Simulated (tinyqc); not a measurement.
Worked calculation: one-electron ion in a basis of Gaussians. Computed by tinyqc, a small Python program that keeps every step. Settings: Z = 4, l = 0. Command: `OMP_NUM_THREADS=1 python tinyqc.py 25746 25747 out.jsonl` (the two numbers bound the seeds that draw the settings). One thread of a shared host (Intel(R) Xeon(R) Processor @ 2.60GHz), about 0.01 s of CPU time with the checks.

## Matrices over normalised Gaussians

exponents of r^l exp(-a r^2) (1/bohr^2): 1.518000  2.271000  3.396000  5.080000  7.597000  11.360000  17.000000

Z = 4

l = 0

With p = a_i + a_j and I(k) = Gamma((k+1)/2) / (2 p^((k+1)/2)): S = I(2l+2), T = (2l+3) a_i a_j S / p, V = -Z I(2l+1), each divided by sqrt(S_ii S_jj).

S, lower triangle:
```
          1         2         3         4         5         6         7
1  1.000000
2  0.970230  1.000000
3  0.888325  0.970295  1.000000
4  0.772286  0.888354  0.970247  1.000000
5  0.643199  0.772406  0.888338  0.970286  1.000000
6  0.517917  0.643354  0.772416  0.888431  0.970300  1.000000
7  0.406391  0.517831  0.643117  0.772291  0.888260  0.970188  1.000000
```

T (hartree), lower triangle:
```
          1         2         3         4          5          6          7
1  2.277000
2  2.648258  3.406500
3  2.795744  3.961472  5.094000
4  2.707837  4.182555  5.924392  7.620000
5  2.441315  4.051325  6.254504  8.861561  11.395500
6  2.080573  3.652910  6.058291  9.355894  13.251896  17.040000
7  1.698996  3.112227  5.461134  9.061825  13.991692  19.819759  25.500000
```

V (hartree), lower triangle:
```
           1           2           3           4           5           6           7
1  -7.864406
2  -8.524170   -9.619192
3  -8.888009  -10.425465  -11.762886
4  -8.953634  -10.871119  -12.749485  -14.386724
5  -8.764735  -10.951544  -13.293862  -15.592758  -17.593454
6  -8.388788  -10.720843  -13.392169  -16.258848  -19.068028  -21.513903
7  -7.893261  -10.260188  -13.109239  -16.379304  -19.883654  -23.319770  -26.318099
```

## Generalised eigenproblem

H = T + V (hartree), lower triangle:
```
           1          2          3          4          5          6          7
1  -5.587406
2  -5.875912  -6.212692
3  -6.092265  -6.463993  -6.668886
4  -6.245797  -6.688564  -6.825093  -6.766724
5  -6.323420  -6.900219  -7.039359  -6.731197  -6.197954
6  -6.308215  -7.067932  -7.333877  -6.902954  -5.816132  -4.473903
7  -6.194266  -7.147962  -7.648106  -7.317479  -5.891962  -3.500010  -0.818099
```

Solve H C = S C e through S^(-1/2); each column has its largest component positive (the first on a tie).

eigenvalues of S: 0.000003  0.000076  0.001137  0.013235  0.129229  1.048606  5.807714

eigenvalues (hartree): -7.864256  -1.402922  3.859191  13.694921  29.057743  57.171667  100.911226

coefficients:
```
           1           2           3           4            5            6            7
1  -0.956827    9.749508   18.149357   18.495675   -16.797226   -12.852640    10.071401
2   2.646852  -22.017934  -56.092009  -71.347421    76.848893    63.762785   -52.542628
3  -5.555024   24.216535   73.994573  114.055964  -154.439683  -145.980086   131.772653
4   6.629228  -17.565363  -59.809536  -97.443586   171.467629   194.493125  -204.756115
5  -6.174503    8.023877   34.256008   50.137305  -110.033736  -153.113533   205.846581
6   3.487750   -2.126718  -12.894698  -16.134429    40.738588    63.072669  -123.982308
7  -1.209634    0.054446    2.703665    2.121254    -8.076794    -9.200576    33.912825
```

For Z = 4 and l = 0 the exact lowest level is -Z^2/(2 n^2) with n = l + 1: -8.000000 hartree. The basis is nearly linearly dependent, so rounded matrices do not reproduce these digits.
